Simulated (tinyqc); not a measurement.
Worked calculation: plane-wave Kohn-Sham cycle with exchange-only LDA in a layered model solid. One step of it, computed by the program tinyqc.

Task: Iteration 1: potential. V_H(G) = 4 pi rho(G)/G^2 for G != 0 (uniform background); v_x = -(3 rho/pi)^(1/3); V = V_ext + V_H + v_x; Fourier components f(G_m) = (1/N) sum_j f(x_j) exp(-i G_m x_j).

A solid whose potential varies along x alone (atomic units):
```
parameter                      value
period a                   15.400000
cross-section of the cell  34.000000
electrons per cell                 2
grid points                       16
plane waves -n..n, n               3
k points                           1
V1 in V1 cos(2 pi x/a)     -0.370000
```

density at the start, on the grid x_j = j a/N (e/bohr^3): 0.00381971  0.00381971  0.00381971  0.00381971  0.00381971  0.00381971  0.00381971  0.00381971  0.00381971  0.00381971  0.00381971  0.00381971  0.00381971  0.00381971  0.00381971  0.00381971

Give: Potentials on the grid; V(G_m), m = 0, 1, 2, ....

Result:

Potentials on the grid (hartree):
```
x          V_ext     V_H      v_x        V
0.0000   -0.3700  0.0000  -0.1539  -0.5239
0.9625   -0.3418  0.0000  -0.1539  -0.4958
1.9250   -0.2616  0.0000  -0.1539  -0.4156
2.8875   -0.1416  0.0000  -0.1539  -0.2955
3.8500         0  0.0000  -0.1539  -0.1539
4.8125    0.1416  0.0000  -0.1539  -0.0123
5.7750    0.2616  0.0000  -0.1539   0.1077
6.7375    0.3418  0.0000  -0.1539   0.1879
7.7000    0.3700  0.0000  -0.1539   0.2161
8.6625    0.3418  0.0000  -0.1539   0.1879
9.6250    0.2616  0.0000  -0.1539   0.1077
10.5875   0.1416  0.0000  -0.1539  -0.0123
11.5500        0  0.0000  -0.1539  -0.1539
12.5125  -0.1416  0.0000  -0.1539  -0.2955
13.4750  -0.2616  0.0000  -0.1539  -0.4156
14.4375  -0.3418  0.0000  -0.1539  -0.4958
```

V(G_m), m = 0, 1, 2, ... (hartree): -0.1539  -0.1850  0.0000  0.0000  0.0000  0.0000  0.0000
